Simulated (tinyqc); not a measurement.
Donors on two lattice sites with valley-orbit split states: sweeps and comparisons. A value that a table varies takes the place of the one given here.

Each donor binds at most one electron, in any of its states. For a site s, W_s = sum over its states of g exp(E/kT), and the ionised share is 1/(1 + W_s exp(eta)), eta = (EF - Ec)/kT; n = Nc F_1/2(eta); neutrality n + NA = ND x (mean ionised share, the two sites in equal numbers); holes are neglected. Nc from N = 2 (m kB T/(4 pi c))^(3/2) with c = hbar^2/2m0, in 1/angstrom^3; times 1e24 for 1/cm^3, m = md. F_j(eta) = (1/Gamma(j + 1)) integral_0^infinity x^j dx/(1 + exp(x - eta)), which tends to exp(eta) for eta << 0.

Mobility (Caughey-Thomas form): mu = mu0 + (mu1 (T/300)^(-ga) - mu0)/(1 + ((ND + NA)/Nr)^de); rho = 1/(e n mu), e = 1.602176634e-19 C.

Constants: hbar^2/2m0 = 3.80998211 eV angstrom^2; kB = 8.617333262e-05 eV/K.

Parameters, chosen for this exercise (near those of nitrogen in 4H-SiC; shifted at random, so the results belong to these values and not to a real crystal):
```
symbol  value                      unit        meaning
md      0.839                      m0          density-of-states mass of the conduction band
E       (61.7, 54.8, 126.8, 84.6)  meV         binding energies of h ground, h excited, k ground, k excited
g       (2, 4, 2, 4)                           their degeneracies with spin
ND      1.6e+16                    1/cm^3      donors, half on each site
NA      2.2e+15                    1/cm^3      compensating acceptors, all ionised
T       400                        K
mu0     37                         cm^2/(V s)  mobility at heavy doping
mu1     994                        cm^2/(V s)  mobility at light doping and 300 K
Nr      1.8e+17                    1/cm^3      reference doping
de      0.61                                   doping exponent
ga      2.4                                    temperature exponent
```

## What the excited states change

The last columns keep only the ground state of each site (g = 2).

Results:
```
T (K)  effective degeneracy, h site     eta  n (1/cm^3)  n, ground states only  ratio
40                             2.54  -17.86    1.64e+10               2.08e+10  0.787
60                             3.05  -12.09    9.72e+12               1.48e+13  0.657
80                             3.47   -9.36    2.28e+14               3.65e+14  0.624
110                            3.93   -7.83    1.71e+15               2.39e+15  0.716
150                            4.35   -7.39    4.20e+15               4.92e+15  0.852
200                            4.68   -7.28    7.23e+15               7.80e+15  0.928
250                            4.90   -7.27    1.02e+16               1.08e+16  0.944
300                            5.06   -7.38    1.20e+16               1.25e+16  0.962
400                            5.27   -7.71    1.33e+16               1.35e+16  0.984
500                            5.41   -8.03    1.36e+16               1.37e+16  0.992
```

What does this show, and why?

The effective degeneracy grows from 2.54 to 5.41. Excited states hold electrons back, so the ratio is never above 1; it is lowest, 0.624, at 80 K of those listed, and 0.962 at 300 K. At low T the excited states empty out, and at high T more donors are ionised (n is 98 % of ND - NA in the last row), so the effect is largest in between.

## Ionisation and resistivity against doping

NA = 0.

Results:
```
ND (1/cm^3)  n (1/cm^3)   n/ND  mu (cm^2/(V s))  rho (ohm cm)  rho at full ionisation
1.0e+14        1.00e+14  1.000              494           126                     126
1.0e+15        9.97e+14  0.997              480          13.0                    13.0
1.0e+16        9.75e+15  0.975              431          1.49                    1.45
3.0e+16        2.80e+16  0.933              383         0.583                   0.544
1.0e+17        8.29e+16  0.829              309         0.244                   0.202
3.0e+17        2.04e+17  0.679              232         0.132                  0.0897
1.0e+18        4.90e+17  0.490              157        0.0812                  0.0398
2.0e+18        7.77e+17  0.388              123        0.0652                  0.0253
```

What can be read from the table?

From 1e16 to 1e18 1/cm^3 rho falls by a factor 18.3, not 100: the mobility takes a factor 2.74 and incomplete ionisation 1.99. n/ND is below 0.9 from 1e+17 1/cm^3 on. Near 1e19 1/cm^3 and above the levels merge with the band, and already below that screening lowers the binding energy, so the last rows understate n.

## Compensation sets the slope of the freeze-out

NA = K ND. The slope energy is -d ln(n T^(-p))/d(1/kT) between 50 and 60 K, with p = 3/4 for K = 0 and p = 3/2 otherwise.

Results:
```
K       n(50 K) (1/cm^3)  n(60 K) (1/cm^3)  slope energy (meV)
0               4.74e+13          1.70e+14               29.56
0.0010          4.00e+13          1.63e+14               29.16
0.010           1.28e+13          1.07e+14               47.93
0.050           2.53e+12          3.20e+13               58.48
0.20            4.23e+11          5.55e+12               59.45
0.50            1.75e+08          8.45e+09               93.15
```

What can be read from the table?

Without acceptors the slope is 29.56 meV, against half the h-site ground-state energy, 30.85; with K = 0.05 it is 58.48 meV, against the full 61.7. The full energy (less a few meV where excited levels lie within a few kT) shows where n is far below NA, since the acceptors then hold EF near the donor level: n(60 K)/NA is 10 for K = 0.001 and 0.04 for K = 0.05; for K = 0.001 the sample is still in or near the uncompensated regime, where p = 3/2 is the wrong power, so that slope means little. At K = 0.5 the acceptors have taken as many electrons as there are h sites, EF sits between the two levels, and the slope is 93.1 meV against their mean of 94.2.

## What moves the carrier density

All results formed anew. Each row changes one parameter from the base and keeps the others.

Results:
```
case                                  eta  n (1/cm^3)  rho (ohm cm)
base                               -7.713   1.326e+16         1.156
E = (66.7, 54.8, 126.8, 84.6) meV  -7.714   1.326e+16         1.157
md = 0.923 m0                      -7.852   1.333e+16         1.151
ND = 3.2e+16 1/cm^3                -6.978   2.766e+16        0.6009
NA = 3.8e+15 1/cm^3                -7.837   1.172e+16         1.321
T = 430 K                          -7.812   1.340e+16         1.357
Nr = 3.6e+17 1/cm^3                -7.713   1.326e+16         1.084
```

What does this show?

The largest shifts from the base row, up to three for each result and ties (the steps differ in size, so this ranks the rows, not the parameters). eta: ND +0.735, md -0.138, NA -0.123; unchanged at the printed digits by Nr. n (1/cm^3): ND +1.44e+16, NA -1.54e+15, T +1.34e+14; unchanged at the printed digits by E and Nr. rho (ohm cm): ND -0.556, T +0.201, NA +0.164.

Run: tinyqc, `OMP_NUM_THREADS=1 python tinyqc.py 1682003 1682004 out.jsonl`; Intel(R) Xeon(R) Processor @ 2.30GHz, one thread, shared host; about 0.01 s of CPU time with all checks.
